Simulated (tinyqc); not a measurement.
Resistance of a source-drain extension with a graded tip: one step of the calculation.

y runs along the channel, the gate covers y > 0. The doping is N0 for y < y0 and N0 10^(-(y - y0)/la) beyond, uniform over the depth xj. Sheet conductance s(y) = q mu(N) max(N - Nch, 0) xj + (for y > 0) ma Cox Vo, with mu(N) = u0 + (u1 - u0)/(1 + (N/Nr)^au) and Cox = eps0 eox/tox. Current is taken as one-dimensional; depletion of the tip, spreading and the contact are left out. The metallurgical junction lies at yj, where N = Nch.

Task. Sheet resistances and junction position. yj = y0 + la log10(N0/Nch); sheet resistance of the full extension 1/[q mu(N0)(N0 - Nch) xj] and of the gate-induced layer 1/(ma Cox Vo); metallurgical length Lg - 2 yj; ye is where the doped and the gate-induced conductances are equal.

Values chosen for this exercise; mobility law close to that of electrons in silicon: relative permittivity of the gate insulator (close to silicon dioxide) eox = 3.9; insulator thickness tox = 2.6 nm; active doping of the extension far from the gate N0 = 8.3e19 cm^-3; lateral abruptness la = 6.4 nm/decade; position under the gate where the fall begins (gate edge at 0) y0 = -1 nm; depth of the extension xj = 8 nm; channel doping Nch = 2.4e18 cm^-3; gate overdrive Vo = 0.35 V; mobility of the gate-induced layer ma = 130 cm^2/(V s); mobility at low doping u1 = 1414 cm^2/(V s); mobility at high doping u0 = 68.5 cm^2/(V s); reference doping Nr = 9.2e16 cm^-3; exponent au = 0.711; gate length Lg = 60 nm.

Constants: q = 1.602176634e-19 C, eps0 = 8.8541878128e-14 F/cm where lengths are in cm. Results are converted to the units shown.

Wanted: yj; sheet resistance of the extension; sheet resistance of the induced layer; metallurgical length; ye; N at ye.

Result.

yj = 8.8487 nm
sheet resistance of the extension = 1224.1 ohm/square
sheet resistance of the induced layer = 16548 ohm/square
metallurgical length = 42.303 nm
ye = 6.3514 nm
N at ye = 5.8941e18 cm^-3

The gate takes over 2.50 nm before the junction, where N is still 2.46 times the channel doping.

Computed by the program tinyqc: `OMP_NUM_THREADS=1 python tinyqc.py 2282005 2282006 out.jsonl`, one thread of a shared Intel Xeon 2.30GHz, about 0.05 s for the whole run.
